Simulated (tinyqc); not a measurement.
Composition and strain of an epitaxial Si(1-x)Ge(x) layer from Raman and X-ray peaks: one step, computed by the program tinyqc.

A (001) layer, biaxially strained in the plane. The Raman peaks follow empirical lines omega = w0 + c1 x + c3 x^3 + b eps (c3 for Si-Ge alone), with eps the in-plane strain.

Question. Lattice constants and strain. Relaxed lattice constant a(x) = a_Si + (a_Ge - a_Si) x - B x (1 - x). In-plane constant a_par = a_sub + R (a(x) - a_sub); eps = a_par/a(x) - 1; eps_perp = -(2 C12/C11) eps with 2 C12/C11 linear in x; a_perp = a(x) (1 + eps_perp). The buffer has a_sub = a(y).

Inputs (values chosen for the exercise, modelled on silicon-germanium):
```
quantity                     value      unit
Ge fraction x                 0.17         -
degree of relaxation R           0         -
Ge fraction y of the buffer   0.44         -
lattice constant of Si       5.431  angstrom
lattice constant of Ge       5.658  angstrom
bowing B                     0.028  angstrom
2 C12/C11 of Si              0.774         -
2 C12/C11 of Ge              0.759         -
```

Substrate: relaxed alloy buffer.

Give: relaxed constant a(x); substrate constant a_sub; a_par; in-plane strain eps; strain along the normal; a_perp.

Answer.

relaxed constant a(x) = 5.466 angstrom

substrate constant a_sub = 5.524 angstrom

a_par = 5.524 angstrom

in-plane strain eps = 10.67 per mille

strain along the normal = -8.235 per mille

a_perp = 5.421 angstrom

The layer is under tension in the plane and is shortened along the normal.
